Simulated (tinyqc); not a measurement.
Inside a calculation: temperature and isotope dependence of a band gap in oscillator models. Values are carried at full precision from step to step, so a last printed digit may differ when a step is redone from the rounded ones.

E(T) = E0 - sum_i sl_i th_i n_i(T), n = 1/(exp(th/T) - 1). The same coupling lowers the gap at 0 K by the zero-point term ZP = sum_i sl_i th_i/2, so the gap of the static lattice is E0 + ZP. Thermal expansion is taken as part of the slopes.

Inputs chosen for the exercise (near those of GaAs; not measured data):
- E0 = 1.514 eV (gap at 0 K)
- th = (111, 316) K (temperatures of two oscillators)
- sl = (0.1063, 0.3557) meV/K (their high-temperature slopes)
- T = 300 K (temperature)
- M = 72.34 u (mean atomic mass)
- dM = 4.01 u (change of the mean mass (not bounded by the natural isotopes))
- T12 = (200, 490) K (temperatures of the fits)

## The gap at T

Give the occupations, the two terms, the gap, ZP and the static gap.

n_i: [2.23347, 0.53556]

terms (meV): [26.353, 60.198]

E(T) = 1.4274 eV
ZP = 62.10 meV
static gap = 1.5761 eV

The thermal fall, 86.6 meV, is larger than the zero-point term, 62.1 meV; the soft oscillator supplies 30 % of the fall but 10 % of ZP. A calculation with clamped ions should be compared with the static gap.

## Slope and asymptote

dE/dT = -sum sl_i (th_i/T)^2 n_i (1 + n_i). At high T, n -> T/th - 1/2, so E -> E0 + ZP - (sum sl_i) T. Give the slope, its ratio to the limit, and the value at 0 K of the tangent drawn at T.

dE/dT = -0.4297 meV/K
ratio to the limiting slope = 0.9300
intercept of the tangent = 1.5563 eV
intercept - E0 = 42.35 meV

The tangent recovers 68 % of ZP: the extrapolation works only from T well above the higher oscillator (316 K).

## Isotope effect

With M -> M + dM the oscillator temperatures scale as M^(-1/2) and the slopes stay. Give th, ZP, E0 (static gap fixed) and E(T) for the new mass, and the linear rule dE0 = ZP dM/(2 M).

th (K): [108.05, 307.59]

ZP = 60.447 meV
shift of E0 = 1.653 meV
linear rule = 1.721 meV
shift of E(T) = 0.519 meV

The heavier crystal has the wider gap. At 300 K 31 % of the shift at 0 K is left; it fades at high T, where the motion is classical and the mean-square amplitude no longer depends on mass.

## Two common fits

Two-parameter forms are made to pass through the falls at the two temperatures T12: Varshni aV T^2/(T + bV), from the line T^2/fall = (T + bV)/aV; one oscillator s1 t1/(exp(t1/T) - 1), with t1 from the ratio of the falls.

Give the falls and the parameters.

falls (meV): [45.0609, 170.5014]

aV = 0.5571 meV/K
bV = 295 K
t1 = 255.9 K
s1 = 0.4570 meV/K
ZP of the one-oscillator fit = 58.5 meV

The limiting slope of the model is 0.4620 meV/K; Varshni puts it +21 % off and one oscillator -1 %. The ZP of the fit differs from the true one by -3.6 meV.

## Checks

- Slope by finite differences against the formula (meV/K): both 0.42965.
- Fall at 20 times the higher oscillator temperature against the asymptote (meV): 2858.2 against 2857.7.

Program tinyqc; command `OMP_NUM_THREADS=1 python tinyqc.py 1880844 1880845 out.jsonl`; about 0.01 s on one thread of a shared Intel(R) Xeon(R) Processor @ 2.30GHz.
